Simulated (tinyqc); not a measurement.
G0W0 on RHF in the sto-3g basis, for H2, spin multiplicity 1, step by step. One step of it, computed by the program tinyqc.

Problem. Integrals over molecular orbitals. (pq|rs) = sum C_ip C_jq C_kr C_ls (ij|kl), one index at a time.

coefficients C, order 1H 1s, 2H 1s:
```
[[0.578824, 0.992456],
 [0.578824, -0.992456]]
```

core Hamiltonian H = T + V (hartree), order 1H 1s, 2H 1s:
```
[[-0.976369, -0.676279],
 [-0.676279, -0.976369]]
```

Two-electron integrals (ij|kl) in chemists' order, unique and non-zero (hartree):
```
(11|11) 0.774606   (21|11) 0.306086   (21|21) 0.154986   (22|11) 0.475767
(22|21) 0.306086   (22|22) 0.774606
```

Give: one-electron integrals over orbitals h = C^T H C; Two-electron integrals over orbitals.

Solution.

one-electron integrals over orbitals h = C^T H C (hartree):
```
[[-1.1074, 0.0000],
 [0.0000, -0.5912]]
```

Two-electron integrals over orbitals (pq|rs), unique and non-zero (hartree):
```
(11|11) 0.6252   (21|21) 0.1972   (22|11) 0.6207   (22|22) 0.6520
```
